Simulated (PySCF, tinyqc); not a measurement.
FCI on RHF in the 6-311g basis, for H2, spin multiplicity 1, step by step. The lowest restricted solution is unstable here: a spin-polarised one lies 0.0036 hartree lower (PySCF). Computed by tinyqc, a small Python program that keeps every step (integrals from PySCF). Settings: charge = 0, multiplicity = 1, basis = 6-311g, method = RHF, energy threshold = 1e-10, iteration cap = 89, orthogonalisation = canonical, start = Wolfsberg-Helmholz matrix, DIIS depth = 6, ci = FCI. Command: `OMP_NUM_THREADS=1 python tinyqc.py 31159 31160 out.jsonl` (the two numbers bound the seeds that draw the settings). One thread of a shared host (Intel(R) Xeon(R) Processor @ 2.60GHz), about 0.07 s of CPU time with the checks. The early iterations of the SCF are left out here.

## One-electron integrals

Geometry (angstrom):
```
atom       x       y       z
H     0.0000  0.0000  0.0000
H     0.0000  0.0000  1.3010
```

Basis 6-311g: exponents (1/bohr^2) and contraction coefficients of normalised primitives:
```
element  l (shell)  exponent  coefficient
H            s (1)   33.8650       0.0255
H            s (1)    5.0948       0.1904
H            s (1)    1.1588       0.8522
H            s (2)    0.3258       1.0000
H            s (3)    0.1027       1.0000
```

Overlap, kinetic and nuclear-attraction integrals over the contracted functions; the nuclear repulsion is the sum of Za Zb / Rab.

nuclear repulsion = 0.406747 hartree

overlap S, order 1H 1s, 1H 2s, 1H 3s, 2H 1s, 2H 2s, 2H 3s:
$$\begin{pmatrix}
1.0000 & 0.7064 & 0.3737 & 0.0226 & 0.1481 & 0.2106 \\
0.7064 & 1.0000 & 0.7890 & 0.1481 & 0.3735 & 0.4921 \\
0.3737 & 0.7890 & 1.0000 & 0.2106 & 0.4921 & 0.7331 \\
0.0226 & 0.1481 & 0.2106 & 1.0000 & 0.7064 & 0.3737 \\
0.1481 & 0.3735 & 0.4921 & 0.7064 & 1.0000 & 0.7890 \\
0.2106 & 0.4921 & 0.7331 & 0.3737 & 0.7890 & 1.0000
\end{pmatrix}$$

kinetic energy T (hartree), order 1H 1s, 1H 2s, 1H 3s, 2H 1s, 2H 2s, 2H 3s:
$$\begin{pmatrix}
2.3043 & 0.5491 & 0.1063 & -0.0568 & -0.0048 & 0.0370 \\
0.5491 & 0.4888 & 0.1849 & -0.0048 & 0.0627 & 0.0790 \\
0.1063 & 0.1849 & 0.1541 & 0.0370 & 0.0790 & 0.0896 \\
-0.0568 & -0.0048 & 0.0370 & 2.3043 & 0.5491 & 0.1063 \\
-0.0048 & 0.0627 & 0.0790 & 0.5491 & 0.4888 & 0.1849 \\
0.0370 & 0.0790 & 0.0896 & 0.1063 & 0.1849 & 0.1541
\end{pmatrix}$$

nuclear attraction V (hartree), order 1H 1s, 1H 2s, 1H 3s, 2H 1s, 2H 2s, 2H 3s:
$$\begin{pmatrix}
-2.5178 & -1.3480 & -0.6670 & -0.0372 & -0.2686 & -0.3780 \\
-1.3480 & -1.3156 & -0.8964 & -0.2686 & -0.5102 & -0.5875 \\
-0.6670 & -0.8964 & -0.8715 & -0.3780 & -0.5875 & -0.6790 \\
-0.0372 & -0.2686 & -0.3780 & -2.5178 & -1.3480 & -0.6670 \\
-0.2686 & -0.5102 & -0.5875 & -1.3480 & -1.3156 & -0.8964 \\
-0.3780 & -0.5875 & -0.6790 & -0.6670 & -0.8964 & -0.8715
\end{pmatrix}$$

core Hamiltonian H = T + V (hartree), order 1H 1s, 1H 2s, 1H 3s, 2H 1s, 2H 2s, 2H 3s:
$$\begin{pmatrix}
-0.2135 & -0.7989 & -0.5606 & -0.0940 & -0.2734 & -0.3409 \\
-0.7989 & -0.8269 & -0.7115 & -0.2734 & -0.4475 & -0.5085 \\
-0.5606 & -0.7115 & -0.7174 & -0.3409 & -0.5085 & -0.5895 \\
-0.0940 & -0.2734 & -0.3409 & -0.2135 & -0.7989 & -0.5606 \\
-0.2734 & -0.4475 & -0.5085 & -0.7989 & -0.8269 & -0.7115 \\
-0.3409 & -0.5085 & -0.5895 & -0.5606 & -0.7115 & -0.7174
\end{pmatrix}$$

## Two-electron integrals

Functions are numbered as in S; the eight-fold symmetry (ij|kl) = (ji|kl) = (kl|ij) leaves the list below.

Two-electron integrals (ij|kl) in chemists' order, unique and non-zero (hartree):
```
(11|11) 1.3930   (21|11) 0.8230   (21|21) 0.5097   (22|11) 0.8229
(22|21) 0.5430   (22|22) 0.6441   (31|11) 0.4113   (31|21) 0.2578
(31|22) 0.2799   (31|31) 0.1308   (32|11) 0.5437   (32|21) 0.3658
(32|22) 0.4527   (32|31) 0.1898   (32|32) 0.3251   (33|11) 0.4940
(33|21) 0.3401   (33|22) 0.4460   (33|31) 0.1780   (33|32) 0.3318
(33|33) 0.3617   (41|11) 0.0176   (41|21) 0.0119   (41|22) 0.0145
(41|31) 0.0062   (41|32) 0.0102   (41|33) 0.0101   (41|41) 0.0006
(42|11) 0.0757   (42|21) 0.0530   (42|22) 0.0713   (42|31) 0.0279
(42|32) 0.0534   (42|33) 0.0577   (42|41) 0.0031   (42|42) 0.0219
(43|11) 0.0925   (43|21) 0.0651   (43|22) 0.0896   (43|31) 0.0343
(43|32) 0.0682   (43|33) 0.0765   (43|41) 0.0038   (43|42) 0.0294
(43|43) 0.0414   (44|11) 0.4067   (44|21) 0.2871   (44|22) 0.4020
(44|31) 0.1518   (44|32) 0.3100   (44|33) 0.3547   (44|41) 0.0176
(44|42) 0.1568   (44|43) 0.2290   (44|44) 1.3930   (51|11) 0.1568
(51|21) 0.0991   (51|22) 0.1090   (51|31) 0.0504   (51|32) 0.0743
(51|33) 0.0701   (51|41) 0.0031   (51|42) 0.0141   (51|43) 0.0171
(51|44) 0.0757   (51|51) 0.0219   (52|11) 0.2415   (52|21) 0.1638
(52|22) 0.2063   (52|31) 0.0853   (52|32) 0.1494   (52|33) 0.1544
(52|41) 0.0068   (52|42) 0.0391   (52|43) 0.0506   (52|44) 0.2415
(52|51) 0.0391   (52|52) 0.0899   (53|11) 0.2351   (53|21) 0.1628
(53|22) 0.2161   (53|31) 0.0854   (53|32) 0.1618   (53|33) 0.1778
(53|41) 0.0072   (53|42) 0.0476   (53|43) 0.0655   (53|44) 0.3250
(53|51) 0.0394   (53|52) 0.1018   (53|53) 0.1265   (54|11) 0.2871
(54|21) 0.2025   (54|22) 0.2821   (54|31) 0.1070   (54|32) 0.2168
(54|33) 0.2477   (54|41) 0.0119   (54|42) 0.0991   (54|43) 0.1439
(54|44) 0.8230   (54|51) 0.0530   (54|52) 0.1638   (54|53) 0.2195
(54|54) 0.5097   (55|11) 0.4020   (55|21) 0.2821   (55|22) 0.3876
(55|31) 0.1487   (55|32) 0.2962   (55|33) 0.3379   (55|41) 0.0145
(55|42) 0.1090   (55|43) 0.1568   (55|44) 0.8229   (55|51) 0.0713
(55|52) 0.2063   (55|53) 0.2741   (55|54) 0.5430   (55|55) 0.6441
(61|11) 0.2290   (61|21) 0.1439   (61|22) 0.1568   (61|31) 0.0731
(61|32) 0.1065   (61|33) 0.1001   (61|41) 0.0038   (61|42) 0.0171
(61|43) 0.0209   (61|44) 0.0925   (61|51) 0.0294   (61|52) 0.0506
(61|53) 0.0508   (61|54) 0.0651   (61|55) 0.0896   (61|61) 0.0414
(62|11) 0.3250   (62|21) 0.2195   (62|22) 0.2741   (62|31) 0.1140
(62|32) 0.1979   (62|33) 0.2036   (62|41) 0.0072   (62|42) 0.0394
(62|43) 0.0508   (62|44) 0.2351   (62|51) 0.0476   (62|52) 0.1018
(62|53) 0.1131   (62|54) 0.1628   (62|55) 0.2161   (62|61) 0.0655
(62|62) 0.1265   (63|11) 0.3300   (63|21) 0.2282   (63|22) 0.3029
(63|31) 0.1197   (63|32) 0.2272   (63|33) 0.2520   (63|41) 0.0081
(63|42) 0.0506   (63|43) 0.0691   (63|44) 0.3300   (63|51) 0.0506
(63|52) 0.1221   (63|53) 0.1489   (63|54) 0.2282   (63|55) 0.3029
(63|61) 0.0691   (63|62) 0.1489   (63|63) 0.1944   (64|11) 0.1518
(64|21) 0.1070   (64|22) 0.1487   (64|31) 0.0565   (64|32) 0.1142
(64|33) 0.1304   (64|41) 0.0062   (64|42) 0.0504   (64|43) 0.0731
(64|44) 0.4113   (64|51) 0.0279   (64|52) 0.0853   (64|53) 0.1140
(64|54) 0.2578   (64|55) 0.2799   (64|61) 0.0343   (64|62) 0.0854
(64|63) 0.1197   (64|64) 0.1308   (65|11) 0.3100   (65|21) 0.2168
(65|22) 0.2962   (65|31) 0.1142   (65|32) 0.2260   (65|33) 0.2583
(65|41) 0.0102   (65|42) 0.0743   (65|43) 0.1065   (65|44) 0.5437
(65|51) 0.0534   (65|52) 0.1494   (65|53) 0.1979   (65|54) 0.3658
(65|55) 0.4527   (65|61) 0.0682   (65|62) 0.1618   (65|63) 0.2272
(65|64) 0.1898   (65|65) 0.3251   (66|11) 0.3547   (66|21) 0.2477
(66|22) 0.3379   (66|31) 0.1304   (66|32) 0.2583   (66|33) 0.2989
(66|41) 0.0101   (66|42) 0.0701   (66|43) 0.1001   (66|44) 0.4940
(66|51) 0.0577   (66|52) 0.1544   (66|53) 0.2036   (66|54) 0.3401
(66|55) 0.4460   (66|61) 0.0765   (66|62) 0.1778   (66|63) 0.2520
(66|64) 0.1780   (66|65) 0.3318   (66|66) 0.3617
```

## Orthogonalisation

S = U s U^T; canonical form X = U s^(-1/2), so that X^T S X = 1. Each column of U has its largest component positive (the first on a tie).

eigenvalues of S: [0.0629, 0.1293, 0.3410, 0.7068, 1.4668, 3.2931]

X, order 1H 1s, 1H 2s, 1H 3s, 2H 1s, 2H 2s, 2H 3s:
$$\begin{pmatrix}
0.7386 & -0.8660 & -0.7155 & 0.6732 & 0.4455 & 0.1585 \\
-1.8043 & 1.5196 & 0.5876 & 0.0904 & 0.3477 & 0.2437 \\
2.0358 & -0.8983 & 0.7804 & -0.4961 & 0.1466 & 0.2595 \\
-0.7386 & -0.8660 & 0.7155 & 0.6732 & -0.4455 & 0.1585 \\
1.8043 & 1.5196 & -0.5876 & 0.0904 & -0.3477 & 0.2437 \\
-2.0358 & -0.8983 & -0.7804 & -0.4961 & -0.1466 & 0.2595
\end{pmatrix}$$

## Iteration 6 (converged): orbitals

converged F (hartree), order 1H 1s, 1H 2s, 1H 3s, 2H 1s, 2H 2s, 2H 3s:
$$\begin{pmatrix}
0.7155 & -0.2971 & -0.3835 & -0.1853 & -0.2910 & -0.3008 \\
-0.2971 & -0.2050 & -0.3080 & -0.2910 & -0.3361 & -0.3190 \\
-0.3835 & -0.3080 & -0.2453 & -0.3008 & -0.3190 & -0.2745 \\
-0.1853 & -0.2910 & -0.3008 & 0.7155 & -0.2971 & -0.3835 \\
-0.2910 & -0.3361 & -0.3190 & -0.2971 & -0.2050 & -0.3080 \\
-0.3008 & -0.3190 & -0.2745 & -0.3835 & -0.3080 & -0.2453
\end{pmatrix}$$

Diagonalise F' = X^T F X, C = X C', fill 1 alpha and 1 beta electrons from the bottom; D = 2 C_occ C_occ^T. Each column has its largest component positive (the first on a tie).

F' = X^T F X (hartree):
$$\begin{pmatrix}
1.4509 & 0.0000 & -1.0170 & 0.0000 & 0.2943 & 0.0000 \\
0.0000 & 1.8476 & 0.0000 & -1.0544 & 0.0000 & -0.0566 \\
-1.0170 & 0.0000 & 1.2637 & 0.0000 & -0.5464 & 0.0000 \\
0.0000 & -1.0544 & 0.0000 & 1.0992 & 0.0000 & 0.0040 \\
0.2943 & 0.0000 & -0.5464 & 0.0000 & 0.3674 & 0.0000 \\
0.0000 & -0.0566 & 0.0000 & 0.0040 & 0.0000 & -0.4696
\end{pmatrix}$$

orbital energies (hartree): MO1 -0.4715, MO2 0.0641, MO3 0.3556, MO4 0.4799, MO5 2.5380, MO6 2.5930

coefficients C, order 1H 1s, 1H 2s, 1H 3s, 2H 1s, 2H 2s, 2H 3s:
$$\begin{pmatrix}
0.1428 & 0.1268 & 0.0455 & -0.0975 & -1.1092 & -1.0981 \\
0.2961 & 0.1523 & 0.9403 & -1.1283 & 1.5574 & 1.1853 \\
0.2194 & 1.0722 & -0.9317 & 1.6591 & -0.9343 & -0.4519 \\
0.1428 & -0.1268 & 0.0455 & 0.0975 & 1.1092 & -1.0981 \\
0.2961 & -0.1523 & 0.9403 & 1.1283 & -1.5574 & 1.1853 \\
0.2194 & -1.0722 & -0.9317 & -1.6591 & 0.9343 & -0.4519
\end{pmatrix}$$

D after iteration 6, order 1H 1s, 1H 2s, 1H 3s, 2H 1s, 2H 2s, 2H 3s:
$$\begin{pmatrix}
0.0408 & 0.0846 & 0.0626 & 0.0408 & 0.0846 & 0.0626 \\
0.0846 & 0.1754 & 0.1299 & 0.0846 & 0.1754 & 0.1299 \\
0.0626 & 0.1299 & 0.0962 & 0.0626 & 0.1299 & 0.0962 \\
0.0408 & 0.0846 & 0.0626 & 0.0408 & 0.0846 & 0.0626 \\
0.0846 & 0.1754 & 0.1299 & 0.0846 & 0.1754 & 0.1299 \\
0.0626 & 0.1299 & 0.0962 & 0.0626 & 0.1299 & 0.0962
\end{pmatrix}$$

## Convergence

Stop when the energy changes by less than 1e-10 hartree and every element of the error matrix X^T (F D S - S D F) X is below 3e-06.

Course of the cycle:
```
iteration  E (hartree)     change  largest element of the error matrix
1            -0.646714          -                             9.17e-01
2            -1.029191  -3.82e-01                             1.51e-01
3            -1.037815  -8.62e-03                             6.25e-03
4            -1.037855  -3.99e-05                             8.15e-04
5            -1.037855  -7.31e-07                             2.64e-06
6            -1.037855  -4.14e-12                             1.16e-06
```

PySCF RHF in the same basis = -1.037855 hartree

Converged in 6 iterations.

## Integrals over molecular orbitals

(pq|rs) = sum C_ip C_jq C_kr C_ls (ij|kl), one index at a time.

one-electron integrals over orbitals h = C^T H C (hartree):
$$\begin{pmatrix}
-0.9732 & 0.0000 & -0.1045 & 0.0000 & 0.0000 & 0.0380 \\
0.0000 & -0.6082 & 0.0000 & 0.1864 & 0.0342 & 0.0000 \\
-0.1045 & 0.0000 & -0.2789 & 0.0000 & 0.0000 & 0.1121 \\
0.0000 & 0.1864 & 0.0000 & -0.2411 & -0.1608 & 0.0000 \\
0.0000 & 0.0342 & 0.0000 & -0.1608 & 1.5448 & 0.0000 \\
0.0380 & 0.0000 & 0.1121 & 0.0000 & 0.0000 & 1.5510
\end{pmatrix}$$

Two-electron integrals over orbitals (pq|rs), unique and non-zero (hartree):
```
(11|11) 0.5017      (21|21) 0.1046      (22|11) 0.3885      (22|22) 0.3448
(31|11) 0.1045      (31|22) 0.0572      (31|31) 0.0509      (32|21) 0.0096
(32|32) 0.0249      (33|11) 0.3427      (33|22) 0.2919      (33|31) 0.0406
(33|33) 0.2785      (41|21) -0.0776     (41|32) -0.0282     (41|41) 0.0773
(42|11) -0.1320     (42|22) -0.0780     (42|31) -0.0542     (42|33) -0.0566
(42|42) 0.0717      (43|21) -0.0741     (43|32) -3.72e-04   (43|41) 0.0511
(43|43) 0.0600      (44|11) 0.3992      (44|22) 0.3371      (44|31) 0.0715
(44|33) 0.2931      (44|42) -0.0892     (44|44) 0.3444      (51|21) -0.0272
(51|32) -0.0234     (51|41) 0.0415      (51|43) 0.0246      (51|51) 0.0576
(52|11) -0.0307     (52|22) -0.0071     (52|31) -0.0266     (52|33) -0.0108
(52|42) 0.0240      (52|44) -0.0272     (52|52) 0.0392      (53|21) -0.0376
(53|32) -0.0179     (53|41) 0.0418      (53|43) 0.0255      (53|51) 0.0359
(53|53) 0.0302      (54|11) 0.1011      (54|22) 0.0568      (54|31) 0.0492
(54|33) 0.0450      (54|42) -0.0563     (54|44) 0.0748      (54|52) -0.0442
(54|54) 0.0700      (55|11) 0.5254      (55|22) 0.4127      (55|31) 0.1258
(55|33) 0.3499      (55|42) -0.1584     (55|44) 0.4341      (55|52) -0.0750
(55|54) 0.1596      (55|55) 0.6494      (61|11) -0.0380     (61|22) -0.0264
(61|31) -0.0291     (61|33) -0.0148     (61|42) 0.0338      (61|44) -0.0421
(61|52) 0.0422      (61|54) -0.0550     (61|55) -0.1069     (61|61) 0.0616
(62|21) -0.0308     (62|32) -0.0177     (62|41) 0.0380      (62|43) 0.0262
(62|51) 0.0451      (62|53) 0.0295      (62|62) 0.0381      (63|11) -0.0706
(63|22) -0.0476     (63|31) -0.0316     (63|33) -0.0300     (63|42) 0.0398
(63|44) -0.0561     (63|52) 0.0258      (63|54) -0.0452     (63|55) -0.1135
(63|61) 0.0381      (63|63) 0.0333      (64|21) 0.0525      (64|32) 0.0272
(64|41) -0.0594     (64|43) -0.0372     (64|51) -0.0564     (64|53) -0.0432
(64|62) -0.0480     (64|64) 0.0672      (65|21) 0.1493      (65|32) 0.0403
(65|41) -0.1370     (65|43) -0.1084     (65|51) -0.1039     (65|53) -0.0908
(65|62) -0.0932     (65|64) 0.1346      (65|65) 0.3173      (66|11) 0.5518
(66|22) 0.4192      (66|31) 0.1373      (66|33) 0.3619      (66|42) -0.1713
(66|44) 0.4477      (66|52) -0.0849     (66|54) 0.1725      (66|55) 0.6754
(66|61) -0.1105     (66|63) -0.1191     (66|66) 0.7127
```

## FCI: determinants and Hamiltonian

Hartree-Fock energy = -1.037855 hartree

Slater-Condon rules over spin orbitals, with the nuclear repulsion added and E(HF) subtracted on the diagonal. Only determinants linked to the reference directly or through others are kept (one block of an abelian symmetry group), so some states are absent.

Occupation strings over the orbitals (2 doubly, a alpha, b beta, 0 empty; spin orbitals ordered 1a 1b 2a 2b ...): 200000 a0b000 a0000b b0a000 b0000a 020000 0a0b00 0a00b0 002000 00a00b 0b0a00 000200 000ab0 0b00a0 000ba0 000020 00b00a 000002

H - E(HF) between determinants (hartree):
```
         200000   a0b000   a0000b   b0a000   b0000a   020000   0a0b00   0a00b0
200000   0.0000   0.0000   0.0000   0.0000   0.0000   0.1046  -0.0776  -0.0272
a0b000   0.0000   0.5352   0.0415  -0.0509   0.0291   0.0096  -0.0741  -0.0376
a0000b   0.0000   0.0415   2.5743   0.0291  -0.0616  -0.0308   0.0525   0.1493
b0a000   0.0000  -0.0509   0.0291   0.5352   0.0415  -0.0096   0.0282   0.0234
b0000a   0.0000   0.0291  -0.0616   0.0415   2.5743   0.0308  -0.0380  -0.0451
020000   0.1046   0.0096  -0.0308  -0.0096   0.0308   0.5729   0.1084   0.0271
0a0b00  -0.0776  -0.0741   0.0525   0.0282  -0.0380   0.1084   0.9324  -0.1040
0a00b0  -0.0272  -0.0376   0.1493   0.0234  -0.0451   0.0271  -0.1040   2.7938
002000   0.0509  -0.0639  -0.0316   0.0639   0.0316   0.0249  -0.0004  -0.0179
00a00b  -0.0291  -0.0316   0.0328  -0.0232  -0.0381  -0.0177   0.0272   0.0403
0b0a00   0.0776   0.0282  -0.0380  -0.0741   0.0525  -0.1084  -0.0717  -0.0240
000200   0.0773   0.0511  -0.0594  -0.0511   0.0594   0.0717   0.0973  -0.0563
000ab0   0.0415   0.0418  -0.1370  -0.0246   0.0564   0.0240  -0.0563   0.0281
0b00a0   0.0272   0.0234  -0.0451  -0.0376   0.1493  -0.0271  -0.0240  -0.0392
000ba0  -0.0415  -0.0246   0.0564   0.0418  -0.1370  -0.0240  -0.0070   0.0442
000020   0.0576   0.0359  -0.1039  -0.0359   0.1039   0.0392  -0.0442  -0.0408
00b00a   0.0291  -0.0232  -0.0381  -0.0316   0.0328   0.0177  -0.0262  -0.0295
000002   0.0616   0.0381  -0.0725  -0.0381   0.0725   0.0381  -0.0480  -0.0932

         002000   00a00b   0b0a00   000200   000ab0   0b00a0   000ba0   000020
200000   0.0509  -0.0291   0.0776   0.0773   0.0415   0.0272  -0.0415   0.0576
a0b000  -0.0639  -0.0316   0.0282   0.0511   0.0418   0.0234  -0.0246   0.0359
a0000b  -0.0316   0.0328  -0.0380  -0.0594  -0.1370  -0.0451   0.0564  -0.1039
b0a000   0.0639  -0.0232  -0.0741  -0.0511  -0.0246  -0.0376   0.0418  -0.0359
b0000a   0.0316  -0.0381   0.0525   0.0594   0.0564   0.1493  -0.1370   0.1039
020000   0.0249  -0.0177  -0.1084   0.0717   0.0240  -0.0271  -0.0240   0.0392
0a0b00  -0.0004   0.0272  -0.0717   0.0973  -0.0563  -0.0240  -0.0070  -0.0442
0a00b0  -0.0179   0.0403  -0.0240  -0.0563   0.0281  -0.0392   0.0442  -0.0408
002000   1.1653   0.0821   0.0004   0.0600   0.0255   0.0179  -0.0255   0.0302
00a00b   0.0821   3.0786  -0.0262  -0.0372  -0.1084  -0.0295   0.0432  -0.0908
0b0a00   0.0004  -0.0262   0.9324  -0.0973  -0.0070  -0.1040  -0.0563   0.0442
000200   0.0600  -0.0372  -0.0973   1.3068  -0.0860   0.0563   0.0860   0.0700
000ab0   0.0255  -0.1084  -0.0070  -0.0860   3.1824   0.0442  -0.0700  -0.0011
0b00a0   0.0179  -0.0295  -0.1040   0.0563   0.0442   2.7938   0.0281   0.0408
000ba0  -0.0255   0.0432  -0.0563   0.0860  -0.0700   0.0281   3.1824   0.0011
000020   0.0302  -0.0908   0.0442   0.0700  -0.0011   0.0408   0.0011   5.1835
00b00a  -0.0821  -0.0333   0.0272   0.0372   0.0432   0.0403  -0.1084   0.0908
000002   0.0333  -0.0070   0.0480   0.0672   0.1346   0.0932  -0.1346   0.3173

         00b00a   000002
200000   0.0291   0.0616
a0b000  -0.0232   0.0381
a0000b  -0.0381  -0.0725
b0a000  -0.0316  -0.0381
b0000a   0.0328   0.0725
020000   0.0177   0.0381
0a0b00  -0.0262  -0.0480
0a00b0  -0.0295  -0.0932
002000  -0.0821   0.0333
00a00b  -0.0333  -0.0070
0b0a00   0.0272   0.0480
000200   0.0372   0.0672
000ab0   0.0432   0.1346
0b00a0   0.0403   0.0932
000ba0  -0.1084  -0.1346
000020   0.0908   0.3173
00b00a   3.0786   0.0070
000002   0.0070   5.2594
```

## FCI: roots

Diagonalise (each vector has its largest component positive (the first on a tie)); all determinants have Ms = 0, so triplets appear too. The lowest singlet root is the correlation energy.

lowest roots of this matrix, relative to E(HF) (hartree): [-0.0459, 0.4746, 0.5023, 0.5769, 0.8563, 1.0120, 1.1577, 1.3793]

lowest vectors, order 200000, a0b000, a0000b, b0a000, b0000a, 020000, 0a0b00, 0a00b0, 002000, 00a00b, 0b0a00, 000200, 000ab0, 0b00a0, 000ba0, 000020, 00b00a, 000002:
$$\begin{pmatrix}
0.9679 & 0.0000 & 0.1847 & 0.1247 \\
0.0242 & 0.7010 & -0.5049 & 0.4443 \\
-0.0097 & -0.0255 & 0.0225 & 0.0034 \\
-0.0242 & 0.7010 & 0.5049 & -0.4443 \\
0.0097 & -0.0255 & -0.0225 & -0.0034 \\
-0.1912 & 0.0000 & 0.5758 & 0.7473 \\
0.0996 & 0.0873 & -0.2207 & -0.0334 \\
0.0130 & 0.0104 & -0.0274 & -0.0010 \\
-0.0312 & 0.0000 & -0.1421 & 0.0723 \\
0.0055 & 0.0148 & 0.0146 & 0.0023 \\
-0.0996 & 0.0873 & 0.2207 & 0.0334 \\
-0.0602 & 0.0000 & 0.0616 & -0.1487 \\
-0.0111 & -0.0032 & 0.0061 & -0.0248 \\
-0.0130 & 0.0104 & 0.0274 & 0.0010 \\
0.0111 & -0.0032 & -0.0061 & 0.0248 \\
-0.0065 & 0.0000 & -0.0022 & -0.0127 \\
-0.0055 & 0.0148 & -0.0146 & -0.0023 \\
-0.0063 & 0.0000 & -0.0038 & -0.0117
\end{pmatrix}$$

<S^2> of these roots: [0.0000, 2.0000, 0.0000, 0.0000, 2.0000, 0.0000, 0.0000, 0.0000]

weight of the ground state by excitation level 0, 1, 2, ...: [0.9369, 0.0014, 0.0617]
